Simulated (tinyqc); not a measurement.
Stretching all distances: RHF, UHF, MP2, CISD and CCSD against full CI in the 3-21g basis, for H2, spin multiplicity 1. Computed by the program tinyqc with PySCF. All coordinates are multiplied by the scale. c0^2 is the weight of the RHF determinant in the lowest singlet FCI state (UHF is spin-contaminated and may lie near states of higher spin) and n(LUMO) the first natural occupation beyond the occupied space.

Geometry (angstrom):

| atom | x | y | z |
|---|---|---|---|
| H | 0.0000 | 0.0000 | 0.0000 |
| H | 0.0000 | 0.0000 | 0.7170 |

Full CI energy (hartree) and errors against it (kcal/mol):

| scale | distance 1-2 (angstrom) | E(FCI) | RHF | UHF | MP2 | CISD | CCSD | <S^2> UHF | c0^2 | n(LUMO) |
|---|---|---|---|---|---|---|---|---|---|---|
| 0.890 | 0.638 | -1.13730 | 14.370 | 14.370 | 4.095 | 0.000 | 0.000 | 0.000 | 0.989 | 0.017 |
| 1.240 | 0.889 | -1.13841 | 17.846 | 17.846 | 6.033 | 0.000 | 0.000 | 0.000 | 0.979 | 0.039 |
| 1.580 | 1.133 | -1.10249 | 23.243 | 23.243 | 9.342 | 0.000 | 0.000 | 0.000 | 0.959 | 0.079 |
| 1.930 | 1.384 | -1.06519 | 31.624 | 25.079 | 14.569 | 0.000 | 0.000 | 0.445 | 0.923 | 0.150 |
| 2.280 | 1.635 | -1.03596 | 43.093 | 18.144 | 21.663 | 0.000 | 0.000 | 0.735 | 0.868 | 0.259 |
| 2.620 | 1.879 | -1.01669 | 56.773 | 11.010 | 29.782 | 0.000 | 0.000 | 0.871 | 0.800 | 0.394 |
| 2.970 | 2.129 | -1.00485 | 72.284 | 5.870 | 38.095 | 0.000 | 0.000 | 0.939 | 0.726 | 0.540 |

What does the comparison show, and why?

UHF parts from RHF first at scale 1.93 of those listed, where <S^2> leaves zero. The weight c0^2 goes from 0.99 to 0.73 and n(LUMO) from 0.02 to 0.54: static correlation grows as the bonds break into open-shell fragments. The spread of the error along the curve, which distorts its shape, is CISD 0.0, CCSD 0.0, UHF 19.2, MP2 34.0, RHF 57.9 kcal/mol. With two electrons CISD and CCSD are exact.
